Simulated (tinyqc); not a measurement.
From results to parameters: Hueckel model of a polar double bond. Computed by the program tinyqc.

Problem. A C=X pi bond in Hueckel theory has H_XX = alpha + h beta, H_CC = alpha and H_CX = k beta, with two electrons. Find h, k, the charge on carbon and the bond order.

x values of the two levels (E = alpha + x beta): 1.198781  -0.768781

Solution. The sum of the x values is h and their product is -k^2; the charge on carbon is h/sqrt(h^2 + 4k^2) and the bond order 2k/sqrt(h^2 + 4k^2).

h, k: 0.430  0.960
charge on carbon, bond order: 0.219  0.976
